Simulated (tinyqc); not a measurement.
Worked calculation: one-electron ion in a basis of Gaussians. Computed by tinyqc, a small Python program that keeps every step. Settings: Z = 6, l = 0. Command: `OMP_NUM_THREADS=1 python tinyqc.py 29606 29607 out.jsonl` (the two numbers bound the seeds that draw the settings). One thread of a shared host (Intel(R) Xeon(R) Processor @ 2.60GHz), about 0.01 s of CPU time with the checks.

## Matrices over normalised Gaussians

exponents of r^l exp(-a r^2) (1/bohr^2): 2.312000  9.690000  40.610000  170.200000

Z = 6

l = 0

With p = a_i + a_j and I(k) = Gamma((k+1)/2) / (2 p^((k+1)/2)): S = I(2l+2), T = (2l+3) a_i a_j S / p, V = -Z I(2l+1), each divided by sqrt(S_ii S_jj).

S, lower triangle:
```
          1         2         3         4
1  1.000000
2  0.700484  1.000000
3  0.303383  0.700504  1.000000
4  0.110288  0.303387  0.700491  1.000000
```

T (hartree), lower triangle:
```
          1          2          3           4
1  3.468000
2  3.922631  14.535000
3  1.990915  16.440712  60.915000
4  0.754703   8.344389  68.900946  255.300000
```

V (hartree), lower triangle:
```
            1           2           3            4
1  -14.558453
2  -16.429766  -29.804593
3  -13.456650  -33.635733  -61.015167
4   -9.807144  -27.549060  -68.858016  -124.911115
```

## Generalised eigenproblem

H = T + V (hartree), lower triangle:
```
            1           2          3           4
1  -11.090453
2  -12.507135  -15.269593
3  -11.465735  -17.195021  -0.100167
4   -9.052441  -19.204671   0.042930  130.388885
```

Solve H C = S C e through S^(-1/2); each column has its largest component positive (the first on a tie).

eigenvalues of S: 0.099852  0.359046  1.089356  2.451746

eigenvalues (hartree): -17.913721  -2.339514  42.510654  293.778961

coefficients:
```
          1          2          3          4
1  0.238522   1.343038  -0.652681   0.236419
2  0.646314  -0.947663   1.680251  -0.762412
3  0.211570  -0.100954  -1.485477   1.568051
4  0.053429  -0.041784   0.009098  -1.529020
```

For Z = 6 and l = 0 the exact lowest level is -Z^2/(2 n^2) with n = l + 1: -18.000000 hartree.
